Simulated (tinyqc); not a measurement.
# Programming of a floating-gate cell by Fowler-Nordheim tunnelling: effect of the gate voltage

Per tunnel area the floating gate has Ctun = 3.9 eps0/tox to the channel (0 V) and Ccg to the control gate, Ct = Ctun/(1 - ag), no other coupling. With the threshold shift U = -Q/Ccg the field is F = ag (Vg - U)/tox, and dU/dt = J/Ccg. Fowler-Nordheim: J = A F^2 exp(-B/F), A = q^2/(16 pi^2 hbar mo phi) (times 1e14 for A/cm^2 with F in V/nm, emitter mass m0), B = (4/3) sqrt(mo/C) phi^1.5, C = hbar^2/(2 m0).

After 0.0001 s. Exact: exp(B/F(t)) = exp(B/F(0)) + K t, K = A B ag/(Ccg tox), and U = Vg - tox F/ag.

Values chosen for this exercise; oxide values close to those of silicon dioxide:
```
symbol,value,unit,meaning
phi,3.16,eV,tunnel barrier
mo,0.48,m0,tunnelling mass
tox,9.1,nm,tunnel oxide thickness
ag,0.53,,coupling ratio Ccg/Ct
Vt0,-0.9,V,threshold shift at the start
```

Constants: q = 1.602176634e-19 C, hbar = 1.054571817e-34 J s, m0 = 9.1093837015e-31 kg, eps0 = 8.8541878128e-14 F/cm where lengths are in cm, hbar^2/(2 m0) = 0.0380998212 eV nm^2. Results are converted to the units shown.

Result of one run:

| F (V/nm) | J (A/cm^2) | U (V) |
|---|---|---|
| 1.0685 | 0.0018158 | -0.24570 |

Which control-gate voltage Vg gave this result: 18.1, 19.4, 20, 21.2 or 21.9 V?

Vg = 18.1 V.

The whole series:

| Vg (V) | F (V/nm) | J (A/cm^2) | U (V) |
|---|---|---|---|
| 17.5 | 1.0512 | 0.0011680 | -0.54930 |
| 18.1 | 1.0685 | 0.0018158 | -0.24570 |
| 18.8 | 1.0806 | 0.0024558 | 0.24597 |
| 19.4 | 1.0862 | 0.0028148 | 0.75033 |
| 20 | 1.0892 | 0.0030272 | 1.2990 |
| 20.6 | 1.0908 | 0.0031461 | 1.8716 |
| 21.2 | 1.0916 | 0.0032119 | 2.4569 |
| 21.9 | 1.0922 | 0.0032527 | 3.1479 |
| 22.5 | 1.0924 | 0.0032716 | 3.7438 |

U rises from -0.549 to 3.74 V, by 0.51 V a volt between the first two rows and 0.993 between the last two: once K t exceeds exp(B/F(0)) the final field, 1.09 V/nm, no longer depends on Vg. In 5 of the 9 rows the starting field exceeds 12 MV/cm, where the oxide would wear out or break down quickly.

Range of the model: Programming fields of 10 MV/cm and more wear the oxide; trapping and the channel potential are ignored.

tinyqc, about 0.02 s, one thread, Intel Xeon 2.30GHz (shared host): `OMP_NUM_THREADS=1 python tinyqc.py 2130173 2130174 out.jsonl`
